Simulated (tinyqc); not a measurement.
Worked calculation (part 1 of 2): RHF in the sto-3g basis, for BeH2, spin multiplicity 1. Computed by tinyqc, a small Python program that keeps every step (integrals from PySCF). Settings: charge = 0, multiplicity = 1, basis = sto-3g, energy threshold = 1e-10, iteration cap = 50, orthogonalisation = symmetric, start = Wolfsberg-Helmholz matrix, DIIS depth = 0, method = RHF. Command: `OMP_NUM_THREADS=1 python tinyqc.py 21676 21677 out.jsonl` (the two numbers bound the seeds that draw the settings). One thread of a shared host (Intel(R) Xeon(R) Processor @ 2.60GHz), about 0.06 s of CPU time with the checks. Later iterations appear only in the table of the cycle.

## One-electron integrals

Geometry (angstrom):

| atom | x | y | z |
|---|---|---|---|
| Be | 0.0000 | 0.0000 | 0.0000 |
| H | 0.0000 | 1.8580 | 0.0100 |
| H | 0.0000 | -1.8270 | 0.0090 |

Basis sto-3g: exponents (1/bohr^2) and contraction coefficients of normalised primitives:

| element | l (shell) | exponent | coefficient |
|---|---|---|---|
| Be | s (1) | 30.1679 | 0.1543 |
| Be | s (1) | 5.4951 | 0.5353 |
| Be | s (1) | 1.4872 | 0.4446 |
| Be | s (2) | 1.3148 | -0.1000 |
| Be | s (2) | 0.3055 | 0.3995 |
| Be | s (2) | 0.0994 | 0.7001 |
| Be | p (3) | 1.3148 | 0.1559 |
| Be | p (3) | 0.3055 | 0.6077 |
| Be | p (3) | 0.0994 | 0.3920 |
| H | s (1) | 3.4253 | 0.1543 |
| H | s (1) | 0.6239 | 0.5353 |
| H | s (1) | 0.1689 | 0.4446 |

Overlap, kinetic and nuclear-attraction integrals over the contracted functions; the nuclear repulsion is the sum of Za Zb / Rab.

nuclear repulsion = 2.441384 hartree

overlap S:
```
         1Be 1s  1Be 2s  1Be 2px  1Be 2py  1Be 2pz   2H 1s    3H 1s
1Be 1s   1.0000  0.2595   0.0000   0.0000   0.0000  0.0222   0.0238
1Be 2s   0.2595  1.0000   0.0000   0.0000   0.0000  0.2734   0.2830
1Be 2px  0.0000  0.0000   1.0000   0.0000   0.0000  0.0000   0.0000
1Be 2py  0.0000  0.0000   0.0000   1.0000   0.0000  0.3572  -0.3675
1Be 2pz  0.0000  0.0000   0.0000   0.0000   1.0000  0.0019   0.0018
2H 1s    0.0222  0.2734   0.0000   0.3572   0.0019  1.0000   0.0039
3H 1s    0.0238  0.2830   0.0000  -0.3675   0.0018  0.0039   1.0000
```

kinetic energy T (hartree):
```
          1Be 1s   1Be 2s  1Be 2px  1Be 2py  1Be 2pz    2H 1s    3H 1s
1Be 1s    6.6940  -0.0330   0.0000   0.0000   0.0000  -0.0068  -0.0072
1Be 2s   -0.0330   0.2111   0.0000   0.0000   0.0000   0.0138   0.0158
1Be 2px   0.0000   0.0000   0.6606   0.0000   0.0000   0.0000   0.0000
1Be 2py   0.0000   0.0000   0.0000   0.6606   0.0000   0.0633  -0.0685
1Be 2pz   0.0000   0.0000   0.0000   0.0000   0.6606   0.0003   0.0003
2H 1s    -0.0068   0.0138   0.0000   0.0633   0.0003   0.7600  -0.0022
3H 1s    -0.0072   0.0158   0.0000  -0.0685   0.0003  -0.0022   0.7600
```

nuclear attraction V (hartree):
```
           1Be 1s   1Be 2s  1Be 2px  1Be 2py  1Be 2pz    2H 1s    3H 1s
1Be 1s   -15.1355  -2.0483   0.0000   0.0003  -0.0001  -0.1737  -0.1864
1Be 2s    -2.0483  -2.8793   0.0000   0.0026  -0.0010  -0.6719  -0.7018
1Be 2px    0.0000   0.0000  -2.8163   0.0000   0.0000   0.0000   0.0000
1Be 2py    0.0003   0.0026   0.0000  -2.9487   0.0000  -0.8521   0.8849
1Be 2pz   -0.0001  -0.0010   0.0000   0.0000  -2.8163  -0.0046  -0.0044
2H 1s     -0.1737  -0.6719   0.0000  -0.8521  -0.0046  -2.5086  -0.0121
3H 1s     -0.1864  -0.7018   0.0000   0.8849  -0.0044  -0.0121  -2.5277
```

core Hamiltonian H = T + V (hartree):
```
          1Be 1s   1Be 2s  1Be 2px  1Be 2py  1Be 2pz    2H 1s    3H 1s
1Be 1s   -8.4416  -2.0813   0.0000   0.0003  -0.0001  -0.1805  -0.1936
1Be 2s   -2.0813  -2.6682   0.0000   0.0026  -0.0010  -0.6581  -0.6860
1Be 2px   0.0000   0.0000  -2.1557   0.0000   0.0000   0.0000   0.0000
1Be 2py   0.0003   0.0026   0.0000  -2.2882   0.0000  -0.7889   0.8164
1Be 2pz  -0.0001  -0.0010   0.0000   0.0000  -2.1557  -0.0043  -0.0041
2H 1s    -0.1805  -0.6581   0.0000  -0.7889  -0.0043  -1.7485  -0.0144
3H 1s    -0.1936  -0.6860   0.0000   0.8164  -0.0041  -0.0144  -1.7677
```

## Two-electron integrals

Functions are numbered as in S; the eight-fold symmetry (ij|kl) = (ji|kl) = (kl|ij) leaves the list below.

Two-electron integrals (ij|kl) in chemists' order, unique and non-zero (hartree):
```
(11|11) 2.2988      (21|11) 0.3920      (21|21) 0.0795      (22|11) 0.5710
(22|21) 0.1430      (22|22) 0.4177      (31|31) 0.0146      (32|31) 0.0219
(32|32) 0.0923      (33|11) 0.5696      (33|21) 0.1431      (33|22) 0.4176
(33|33) 0.4499      (41|41) 0.0146      (42|41) 0.0219      (42|42) 0.0923
(43|43) 0.0242      (44|11) 0.5696      (44|21) 0.1431      (44|22) 0.4176
(44|33) 0.4014      (44|44) 0.4499      (51|51) 0.0146      (52|51) 0.0219
(52|52) 0.0923      (53|53) 0.0242      (54|54) 0.0242      (55|11) 0.5696
(55|21) 0.1431      (55|22) 0.4176      (55|33) 0.4014      (55|44) 0.4014
(55|55) 0.4499      (61|11) 0.0330      (61|21) 0.0067      (61|22) 0.0122
(61|33) 0.0121      (61|41) 0.0006      (61|42) 0.0011      (61|44) 0.0123
(61|51) 3.27e-06    (61|52) 6.17e-06    (61|54) 1.29e-06    (61|55) 0.0121
(61|61) 0.0006      (62|11) 0.1102      (62|21) 0.0282      (62|22) 0.0939
(62|33) 0.0901      (62|41) 0.0036      (62|42) 0.0250      (62|44) 0.1016
(62|51) 1.94e-05    (62|52) 1.34e-04    (62|54) 6.21e-05    (62|55) 0.0901
(62|61) 0.0026      (62|62) 0.0366      (63|31) 0.0021      (63|32) 0.0110
(63|43) 0.0040      (63|53) 2.13e-05    (63|63) 0.0027      (64|11) 0.1309
(64|21) 0.0338      (64|22) 0.1173      (64|33) 0.1106      (64|41) 0.0056
(64|42) 0.0382      (64|44) 0.1306      (64|51) 1.89e-05    (64|52) 1.46e-04
(64|54) 8.66e-05    (64|55) 0.1106      (64|61) 0.0032      (64|62) 0.0511
(64|64) 0.0724      (65|11) 0.0007      (65|21) 1.82e-04    (65|22) 0.0006
(65|33) 0.0006      (65|41) 1.89e-05    (65|42) 1.46e-04    (65|44) 0.0007
(65|51) 0.0021      (65|52) 0.0110      (65|54) 0.0040      (65|55) 0.0006
(65|61) 1.75e-05    (65|62) 2.75e-04    (65|64) 3.75e-04    (65|65) 0.0027
(66|11) 0.2845      (66|21) 0.0738      (66|22) 0.2762      (66|33) 0.2582
(66|41) 0.0092      (66|42) 0.0871      (66|44) 0.3119      (66|51) 4.97e-05
(66|52) 4.69e-04    (66|54) 2.89e-04    (66|55) 0.2582      (66|61) 0.0069
(66|62) 0.1469      (66|64) 0.2143      (66|65) 0.0012      (66|66) 0.7746
(71|11) 0.0354      (71|21) 0.0072      (71|22) 0.0130      (71|33) 0.0130
(71|41) -0.0006     (71|42) -0.0012     (71|44) 0.0132      (71|51) 3.19e-06
(71|52) 6.02e-06    (71|54) -1.26e-06   (71|55) 0.0130      (71|61) 0.0006
(71|62) 0.0024      (71|64) 0.0028      (71|65) 1.60e-05    (71|66) 0.0062
(71|71) 0.0007      (72|11) 0.1154      (72|21) 0.0295      (72|22) 0.0980
(72|33) 0.0940      (72|41) -0.0038     (72|42) -0.0260     (72|44) 0.1060
(72|51) 1.86e-05    (72|52) 1.28e-04    (72|54) -5.90e-05   (72|55) 0.0940
(72|61) 0.0023      (72|62) 0.0168      (72|64) 0.0200      (72|65) 1.26e-04
(72|66) 0.0491      (72|71) 0.0029      (72|72) 0.0394      (73|31) 0.0023
(73|32) 0.0116      (73|43) -0.0041     (73|53) 2.04e-05    (73|63) 0.0009
(73|73) 0.0029      (74|11) -0.1361     (74|21) -0.0351     (74|22) -0.1217
(74|33) -0.1147     (74|41) 0.0059      (74|42) 0.0398      (74|44) -0.1355
(74|51) -1.81e-05   (74|52) -1.39e-04   (74|54) 8.25e-05    (74|55) -0.1147
(74|61) -0.0027     (74|62) -0.0198     (74|64) -0.0234     (74|65) -1.46e-04
(74|66) -0.0584     (74|71) -0.0036     (74|72) -0.0547     (74|74) 0.0772
(75|11) 0.0007      (75|21) 1.73e-04    (75|22) 0.0006      (75|33) 0.0006
(75|41) -1.81e-05   (75|42) -1.39e-04   (75|44) 0.0006      (75|51) 0.0023
(75|52) 0.0116      (75|54) -0.0041     (75|55) 0.0006      (75|61) 1.43e-05
(75|62) 1.16e-04    (75|64) 1.36e-04    (75|65) 0.0009      (75|66) 3.41e-04
(75|71) 1.78e-05    (75|72) 2.69e-04    (75|74) -3.66e-04   (75|75) 0.0029
(76|11) 0.0024      (76|21) 0.0006      (76|22) 0.0017      (76|33) 0.0017
(76|41) 1.14e-06    (76|42) 6.47e-06    (76|44) 0.0017      (76|51) 9.40e-07
(76|52) 4.73e-06    (76|54) 3.37e-08    (76|55) 0.0017      (76|61) 5.04e-05
(76|62) 3.84e-04    (76|64) 4.84e-04    (76|65) 3.18e-06    (76|66) 0.0011
(76|71) 5.39e-05    (76|72) 3.97e-04    (76|74) -4.95e-04   (76|75) 3.04e-06
(76|76) 6.76e-06    (77|11) 0.2893      (77|21) 0.0750      (77|22) 0.2802
(77|33) 0.2617      (77|41) -0.0095     (77|42) -0.0891     (77|44) 0.3168
(77|51) 4.70e-05    (77|52) 4.39e-04    (77|54) -2.71e-04   (77|55) 0.2617
(77|61) 0.0059      (77|62) 0.0476      (77|64) 0.0570      (77|65) 3.58e-04
(77|66) 0.1436      (77|71) 0.0076      (77|72) 0.1528      (77|74) -0.2221
(77|75) 0.0011      (77|76) 0.0011      (77|77) 0.7746
```

## Orthogonalisation

S = U s U^T; symmetric (Loewdin) form X = U s^(-1/2) U^T, so that X^T S X = 1.

eigenvalues of S: 0.4850  0.5452  0.9713  1.0000  1.0001  1.4862  1.5123

X:
```
          1Be 1s   1Be 2s  1Be 2px  1Be 2py  1Be 2pz    2H 1s    3H 1s
1Be 1s    1.0281  -0.1453   0.0000   0.0004  -0.0001   0.0186   0.0191
1Be 2s   -0.1453   1.0967   0.0000  -0.0034   0.0005  -0.1550  -0.1626
1Be 2px   0.0000   0.0000   1.0000   0.0000   0.0000   0.0000   0.0000
1Be 2py   0.0004  -0.0034   0.0000   1.1232   0.0000  -0.2158   0.2236
1Be 2pz  -0.0001   0.0005   0.0000   0.0000   1.0000  -0.0011  -0.0010
2H 1s     0.0186  -0.1550   0.0000  -0.2158  -0.0011   1.0918  -0.0303
3H 1s     0.0191  -0.1626   0.0000   0.2236  -0.0010  -0.0303   1.0986
```

## Starting guess

The start is the generalised Wolfsberg-Helmholz matrix (K = 1.75) built on H; D = 2 C_occ C_occ^T.

D at the start:
```
          1Be 1s   1Be 2s  1Be 2px  1Be 2py  1Be 2pz    2H 1s    3H 1s
1Be 1s    2.0486  -0.2176   0.0000  -0.0041  -0.0022  -0.1914  -0.1929
1Be 2s   -0.2176   0.9920   0.0000   0.0145   0.0067   0.5069   0.5064
1Be 2px   0.0000   0.0000   0.0000   0.0000   0.0000   0.0000   0.0000
1Be 2py  -0.0041   0.0145   0.0000   1.0182   0.0003   0.4297  -0.4282
1Be 2pz  -0.0022   0.0067   0.0000   0.0003   0.0000   0.0035   0.0034
2H 1s    -0.1914   0.5069   0.0000   0.4297   0.0035   0.4374   0.0813
3H 1s    -0.1929   0.5064   0.0000  -0.4282   0.0034   0.0813   0.4483
```

## Iteration 1: building the Fock matrix

J_ij = sum D_kl (ij|kl), K_ij = sum D_kl (ik|jl); F = H + J - 0.5 K; E = tr D H + tr D J / 2 - 0.25 tr D K + E_nn.

Coulomb J (hartree):
```
          1Be 1s   1Be 2s  1Be 2px  1Be 2py  1Be 2pz   2H 1s    3H 1s
1Be 1s    6.3711   1.2343   0.0000  -0.0001   0.0004  0.1047   0.1123
1Be 2s    1.2343   2.5835   0.0000  -0.0016   0.0022  0.6097   0.6370
1Be 2px   0.0000   0.0000   2.5281   0.0000   0.0000  0.0000   0.0000
1Be 2py  -0.0001  -0.0016   0.0000   2.6844   0.0000  0.7753  -0.8056
1Be 2pz   0.0004   0.0022   0.0000   0.0000   2.5281  0.0043   0.0041
2H 1s     0.1047   0.6097   0.0000   0.7753   0.0043  1.9759   0.0106
3H 1s     0.1123   0.6370   0.0000  -0.8056   0.0041  0.0106   2.0053
```

exchange K (hartree):
```
          1Be 1s   1Be 2s  1Be 2px  1Be 2py  1Be 2pz   2H 1s    3H 1s
1Be 1s    4.6220   0.8288   0.0000  -0.0002  -0.0001  0.0687   0.0740
1Be 2s    0.8288   0.8615   0.0000  -0.0001   0.0049  0.4110   0.4224
1Be 2px   0.0000   0.0000   0.1673   0.0000   0.0000  0.0000   0.0000
1Be 2py  -0.0002  -0.0001   0.0000   0.9353   0.0001  0.4813  -0.4954
1Be 2pz  -0.0001   0.0049   0.0000   0.0001   0.1674  0.0030   0.0029
2H 1s     0.0687   0.4110   0.0000   0.4813   0.0030  0.7810   0.0037
3H 1s     0.0740   0.4224   0.0000  -0.4954   0.0029  0.0037   0.8057
```

Fock matrix F (hartree):
```
          1Be 1s   1Be 2s  1Be 2px  1Be 2py  1Be 2pz    2H 1s    3H 1s
1Be 1s   -4.3815  -1.2614   0.0000   0.0003   0.0003  -0.1102  -0.1183
1Be 2s   -1.2614  -0.5154   0.0000   0.0011  -0.0012  -0.2539  -0.2602
1Be 2px   0.0000   0.0000   0.2888   0.0000   0.0000   0.0000   0.0000
1Be 2py   0.0003   0.0011   0.0000  -0.0714  -0.0001  -0.2542   0.2585
1Be 2pz   0.0003  -0.0012   0.0000  -0.0001   0.2887  -0.0015  -0.0014
2H 1s    -0.1102  -0.2539   0.0000  -0.2542  -0.0015  -0.1632  -0.0056
3H 1s    -0.1183  -0.2602   0.0000   0.2585  -0.0014  -0.0056  -0.1653
```

total energy of this density = -15.333273 hartree

## Iteration 1: diagonalisation and new density

Diagonalise F' = X^T F X, C = X C', fill 3 alpha and 3 beta electrons from the bottom; D = 2 C_occ C_occ^T. Each column has its largest component positive (the first on a tie).

F' = X^T F X (hartree):
```
         1        2       3        4        5        6        7
1  -4.2713  -0.6956  0.0000   0.0008   0.0003   0.0260   0.0246
2  -0.6956  -0.1504  0.0000  -0.0038  -0.0004  -0.2160  -0.2230
3   0.0000   0.0000  0.2888   0.0000   0.0000   0.0000   0.0000
4   0.0008  -0.0038  0.0000   0.1477   0.0000  -0.2883   0.2957
5   0.0003  -0.0004  0.0000   0.0000   0.2887  -0.0016  -0.0016
6   0.0260  -0.2160  0.0000  -0.2883  -0.0016  -0.0019  -0.0438
7   0.0246  -0.2230  0.0000   0.2957  -0.0016  -0.0438   0.0057
```

orbital energies (hartree): MO1 -4.3856, MO2 -0.3512, MO3 -0.3193, MO4 0.2728, MO5 0.2888, MO6 0.2889, MO7 0.5131

coefficients C:
```
             MO1      MO2      MO3      MO4     MO5      MO6      MO7
1Be 1s    0.9910  -0.2018  -0.0066  -0.2359  0.0000  -0.0182   0.0089
1Be 2s    0.0338   0.6183   0.0228   0.9398  0.0000   0.0734  -0.0404
1Be 2px   0.0000   0.0000   0.0000   0.0000  1.0000   0.0000   0.0000
1Be 2py  -0.0002  -0.0168   0.5109   0.0321  0.0000   0.0027   1.0468
1Be 2pz   0.0000   0.0023   0.0002  -0.0780  0.0000   0.9970  -0.0002
2H 1s    -0.0045   0.4076   0.4663  -0.6613  0.0000  -0.0552  -0.6633
3H 1s    -0.0046   0.4366  -0.4347  -0.6200  0.0000  -0.0515   0.7197
```

D after iteration 1:
```
          1Be 1s   1Be 2s  1Be 2px  1Be 2py  1Be 2pz    2H 1s    3H 1s
1Be 1s    2.0455  -0.1828   0.0000  -0.0003  -0.0010  -0.1795  -0.1796
1Be 2s   -0.1828   0.7679   0.0000   0.0026   0.0028   0.5251   0.5198
1Be 2px   0.0000   0.0000   0.0000   0.0000   0.0000   0.0000   0.0000
1Be 2py  -0.0003   0.0026   0.0000   0.5227   0.0001   0.4628  -0.4588
1Be 2pz  -0.0010   0.0028   0.0000   0.0001   0.0000   0.0020   0.0018
2H 1s    -0.1795   0.5251   0.0000   0.4628   0.0020   0.7672  -0.0494
3H 1s    -0.1796   0.5198   0.0000  -0.4588   0.0018  -0.0494   0.7592
```

## Iteration 2: building the Fock matrix

As before.

Coulomb J (hartree):
```
          1Be 1s   1Be 2s  1Be 2px  1Be 2py  1Be 2pz   2H 1s    3H 1s
1Be 1s    6.1901   1.1897   0.0000  -0.0004   0.0003  0.1009   0.1083
1Be 2s    1.1897   2.4909   0.0000  -0.0022   0.0018  0.6090   0.6349
1Be 2px   0.0000   0.0000   2.4307   0.0000   0.0000  0.0000   0.0000
1Be 2py  -0.0004  -0.0022   0.0000   2.6012   0.0000  0.7824  -0.8109
1Be 2pz   0.0003   0.0018   0.0000   0.0000   2.4307  0.0043   0.0041
2H 1s     0.1009   0.6090   0.0000   0.7824   0.0043  2.0863   0.0103
3H 1s     0.1083   0.6349   0.0000  -0.8109   0.0041  0.0103   2.1033
```

exchange K (hartree):
```
          1Be 1s   1Be 2s  1Be 2px  1Be 2py  1Be 2pz    2H 1s    3H 1s
1Be 1s    4.6197   0.8131   0.0000  -0.0001  -0.0001   0.0703   0.0754
1Be 2s    0.8131   0.7625   0.0000  -0.0050   0.0030   0.4238   0.4346
1Be 2px   0.0000   0.0000   0.1390   0.0000   0.0000   0.0000   0.0000
1Be 2py  -0.0001  -0.0050   0.0000   0.7669   0.0001   0.5034  -0.5150
1Be 2pz  -0.0001   0.0030   0.0000   0.0001   0.1390   0.0025   0.0024
2H 1s     0.0703   0.4238   0.0000   0.5034   0.0025   1.0108  -0.0083
3H 1s     0.0754   0.4346   0.0000  -0.5150   0.0024  -0.0083   1.0185
```

Fock matrix F (hartree):
```
          1Be 1s   1Be 2s  1Be 2px  1Be 2py  1Be 2pz    2H 1s    3H 1s
1Be 1s   -4.5613  -1.2981   0.0000   0.0000   0.0002  -0.1148  -0.1230
1Be 2s   -1.2981  -0.5586   0.0000   0.0029  -0.0007  -0.2610  -0.2684
1Be 2px   0.0000   0.0000   0.2055   0.0000   0.0000   0.0000   0.0000
1Be 2py   0.0000   0.0029   0.0000  -0.0704   0.0000  -0.2581   0.2630
1Be 2pz   0.0002  -0.0007   0.0000   0.0000   0.2055  -0.0012  -0.0011
2H 1s    -0.1148  -0.2610   0.0000  -0.2581  -0.0012  -0.1676   0.0001
3H 1s    -0.1230  -0.2684   0.0000   0.2630  -0.0011   0.0001  -0.1736
```

total energy of this density = -15.414983 hartree

## Iteration 2: diagonalisation and new density

As before.

F' = X^T F X (hartree):
```
         1        2       3        4        5        6        7
1  -4.4515  -0.7031  0.0000   0.0002   0.0001   0.0238   0.0222
2  -0.7031  -0.1895  0.0000  -0.0017   0.0001  -0.2183  -0.2248
3   0.0000   0.0000  0.2055   0.0000   0.0000   0.0000   0.0000
4   0.0002  -0.0017  0.0000   0.1519   0.0000  -0.2917   0.2983
5   0.0001   0.0001  0.0000   0.0000   0.2055  -0.0014  -0.0013
6   0.0238  -0.2183  0.0000  -0.2917  -0.0014  -0.0042  -0.0372
7   0.0222  -0.2248  0.0000   0.2983  -0.0013  -0.0372  -0.0008
```

orbital energies (hartree): MO1 -4.5646, MO2 -0.3733, MO3 -0.3278, MO4 0.2055, MO5 0.2055, MO6 0.2568, MO7 0.5147

coefficients C:
```
             MO1      MO2      MO3      MO4     MO5      MO6      MO7
1Be 1s    0.9920  -0.2073  -0.0124   0.0068  0.0000  -0.2270   0.0057
1Be 2s    0.0300   0.6490   0.0414  -0.0270  0.0000   0.9214  -0.0284
1Be 2px   0.0000   0.0000   0.0000   0.0000  1.0000   0.0000   0.0000
1Be 2py  -0.0001  -0.0298   0.5016  -0.0006  0.0000   0.0193   1.0513
1Be 2pz   0.0000   0.0015   0.0002   0.9996  0.0000   0.0296   0.0000
2H 1s    -0.0036   0.3728   0.4812   0.0169  0.0000  -0.6691  -0.6673
3H 1s    -0.0037   0.4264  -0.4301   0.0164  0.0000  -0.6447   0.7084
```

D after iteration 2:
```
          1Be 1s   1Be 2s  1Be 2px  1Be 2py  1Be 2pz    2H 1s    3H 1s
1Be 1s    2.0544  -0.2106   0.0000  -0.0002  -0.0007  -0.1737  -0.1735
1Be 2s   -0.2106   0.8477   0.0000   0.0029   0.0020   0.5236   0.5176
1Be 2px   0.0000   0.0000   0.0000   0.0000   0.0000   0.0000   0.0000
1Be 2py  -0.0002   0.0029   0.0000   0.5049   0.0001   0.4605  -0.4569
1Be 2pz  -0.0007   0.0020   0.0000   0.0001   0.0000   0.0013   0.0011
2H 1s    -0.1737   0.5236   0.0000   0.4605   0.0013   0.7411  -0.0960
3H 1s    -0.1735   0.5176   0.0000  -0.4569   0.0011  -0.0960   0.7338
```

## Iteration 11 (converged): orbitals

converged F (hartree):
```
          1Be 1s   1Be 2s  1Be 2px  1Be 2py  1Be 2pz    2H 1s    3H 1s
1Be 1s   -4.5464  -1.2928   0.0000  -0.0001   0.0001  -0.1146  -0.1228
1Be 2s   -1.2928  -0.5645   0.0000   0.0028  -0.0006  -0.2610  -0.2685
1Be 2px   0.0000   0.0000   0.2106   0.0000   0.0000   0.0000   0.0000
1Be 2py  -0.0001   0.0028   0.0000  -0.0608   0.0000  -0.2567   0.2615
1Be 2pz   0.0001  -0.0006   0.0000   0.0000   0.2106  -0.0010  -0.0010
2H 1s    -0.1146  -0.2610   0.0000  -0.2567  -0.0010  -0.1684   0.0037
3H 1s    -0.1228  -0.2685   0.0000   0.2615  -0.0010   0.0037  -0.1742
```

As before.

F' = X^T F X (hartree):
```
         1        2       3        4        5        6        7
1  -4.4375  -0.6984  0.0000   0.0001   0.0000   0.0234   0.0218
2  -0.6984  -0.1978  0.0000  -0.0018   0.0002  -0.2177  -0.2242
3   0.0000   0.0000  0.2106   0.0000   0.0000   0.0000   0.0000
4   0.0001  -0.0018  0.0000   0.1622   0.0000  -0.2910   0.2976
5   0.0000   0.0002  0.0000   0.0000   0.2106  -0.0012  -0.0011
6   0.0234  -0.2177  0.0000  -0.2910  -0.0012  -0.0058  -0.0327
7   0.0218  -0.2242  0.0000   0.2976  -0.0011  -0.0327  -0.0022
```

orbital energies (hartree): MO1 -4.5496, MO2 -0.3759, MO3 -0.3259, MO4 0.2106, MO5 0.2106, MO6 0.2533, MO7 0.5172

coefficients C:
```
             MO1      MO2      MO3      MO4     MO5      MO6      MO7
1Be 1s    0.9921  -0.2094  -0.0111   0.0074  0.0000  -0.2247   0.0056
1Be 2s    0.0297   0.6582   0.0375  -0.0297  0.0000   0.9149  -0.0279
1Be 2px   0.0000   0.0000   0.0000   0.0000  1.0000   0.0000   0.0000
1Be 2py  -0.0001  -0.0259   0.4915  -0.0007  0.0000   0.0191   1.0562
1Be 2pz   0.0000   0.0011   0.0002   0.9995  0.0000   0.0331   0.0000
2H 1s    -0.0035   0.3692   0.4851   0.0196  0.0000  -0.6725  -0.6631
3H 1s    -0.0036   0.4175  -0.4399   0.0190  0.0000  -0.6489   0.7038
```

D after iteration 11:
```
          1Be 1s   1Be 2s  1Be 2px  1Be 2py  1Be 2pz    2H 1s    3H 1s
1Be 1s    2.0565  -0.2176   0.0000  -0.0002  -0.0005  -0.1724  -0.1723
1Be 2s   -0.2176   0.8711   0.0000   0.0028   0.0014   0.5223   0.5164
1Be 2px   0.0000   0.0000   0.0000   0.0000   0.0000   0.0000   0.0000
1Be 2py  -0.0002   0.0028   0.0000   0.4846   0.0001   0.4577  -0.4541
1Be 2pz  -0.0005   0.0014   0.0000   0.0001   0.0000   0.0009   0.0007
2H 1s    -0.1724   0.5223   0.0000   0.4577   0.0009   0.7433  -0.1185
3H 1s    -0.1723   0.5164   0.0000  -0.4541   0.0007  -0.1185   0.7357
```
